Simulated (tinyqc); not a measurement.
Strain, valley repopulation and piezoresistance in a many-valley conduction band: one step, computed by the program tinyqc.

Valleys are ellipsoids with mass m_l along the axis a and m_t across it, parabolic, with one constant relaxation time; strain shifts the valleys and leaves the masses alone. Currents are taken along [100], in the plane, and along [001], across the plane.

Question. Linear piezoresistance coefficients. Each of the 6 valleys holds n_v = N_v (2/sqrt(pi)) F_1/2((E_F - dE_v)/(k_B T)), N_v = 2 (m_d k_B T/(2 pi hbar^2))^(3/2), m_d = (m_l m_t^2)^(1/3); E_F solves sum n_v = n and is counted from the unstrained edge. F_j(eta) = int_0^infinity x^j/(1 + exp(x - eta)) dx, without a gamma-function factor. It is evaluated after integrating by parts. Integrals over x = E/(k_B T) use 160 Gauss-Legendre points in u = sqrt(x) from 0 to sqrt(max(eta, 0) + 32). With eta_0 the reduced Fermi level without strain, r = F_-1/2(eta_0)/(2 F_1/2(eta_0)) (1 for a classical gas) and c = r (Xi_u/k_B T) (m_l - m_t)/(2 m_l + m_t): pi11 = -(2/3) c (S11 - S12), pi12 = -pi11/2, pi44 = 0, with S11 - S12 = 1/(C11 - C12).

Inputs (values chosen for the exercise, modelled on silicon): longitudinal mass m_l = 0.911 m_0; transverse mass m_t = 0.194 m_0; shear deformation potential Xi_u = 9.11 eV; C11 = 167 GPa; C12 = 64.1 GPa; electron density n = 4.9e+19 1/cm^3; temperature T = 500 K.

Valley axes: <100> (6 valleys in 3 pairs). Load: biaxial in the (001) plane.

Constants: k_B = 8.617333262e-05 eV/K; m_0 = 9.1093837015e-31 kg; k_B = 1.380649e-23 J/K; hbar = 1.054571817e-34 J s.

Give: eta_0; degeneracy factor r; pi11; pi12; pi44.

Answer.

eta_0 = 0.083266

degeneracy factor r = 0.77977

pi11 = -37.990 1e-11/Pa

pi12 = 18.995 1e-11/Pa

pi44 = 0 1e-11/Pa

Degeneracy lowers the coefficients to 78 % of the classical value.
